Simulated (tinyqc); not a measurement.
Hubbard ring of 3 sites, step by step. One step of it, computed by the program tinyqc.

Task: The many-body Hamiltonian. Basis: all placements (u, d, 2, 0 on each site), up operators ordered before down ones; hops carry the sign of the same-spin electrons passed.

one-body matrix (hopping and site energies) (eV), lower triangle:
```
           1          2         3
1  -0.010000
2  -0.630000  -0.520000
3  -0.630000  -0.630000  0.260000
```

U = 10.600000 eV

electrons, up and down: 2  1

Give: H.

Result:

H (eV), lower triangle:
```
        2u0     u20     uud     20u     udu     u02     duu     02u
2u0  10.060
u20  -0.630   9.550
uud  -0.630  -0.630  -0.270
20u  -0.630   0.000   0.000  10.840
udu   0.000  -0.630   0.000  -0.630  -0.270
u02   0.000   0.000  -0.630  -0.630  -0.630  11.110
duu   0.630   0.000   0.000  -0.630   0.000   0.000  -0.270
02u   0.000   0.630   0.000   0.000  -0.630   0.000  -0.630   9.820
0u2   0.000   0.000   0.630   0.000   0.000  -0.630  -0.630  -0.630

        0u2
0u2  10.600
```
